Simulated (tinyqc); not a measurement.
A ladder of methods, and size consistency: correlation methods against full CI in the sto-6g basis, for BeH2, spin multiplicity 1. Computed by the program tinyqc with PySCF. All electrons correlated; +Q is the Davidson correction (1 - c0^2) E_corr. The last columns treat two copies 100 angstrom apart as one system. FCI is the lowest singlet.

Geometry (angstrom):
```
atom       x        y       z
Be    0.0000   0.0000  0.0000
H     0.0000   1.3840  0.0000
H     0.0000  -1.3610  0.0000
```

RHF energy of one = -15.719962 hartree

Correlation energies (hartree):
```
method   E_corr of one  share of FCI (%)  E_corr of two at 100 angstrom  two minus twice one (mhartree)
MP2           -0.02442            65.770                       -0.04884                           0.000
CISD          -0.03629            97.722                       -0.07064                           1.932
CISD+Q        -0.03731           100.474                       -0.07430                           0.319
CCSD          -0.03671            98.861                       -0.07342                           0.000
CCSD(T)       -0.03693            99.462                       -0.07387                           0.000
FCI           -0.03713           100.000                              -                               -
```

What does the comparison show, and why?

MP2 recovers 66 %, CISD 97.7 % and CCSD 98.9 % of the FCI value (c0^2 = 0.972 in CISD). MP2 and coupled cluster are size consistent, so their last column vanishes; CISD loses 1.93 mhartree, since a double excitation on each copy is a quadruple of the pair, and the Davidson correction leaves +0.32.
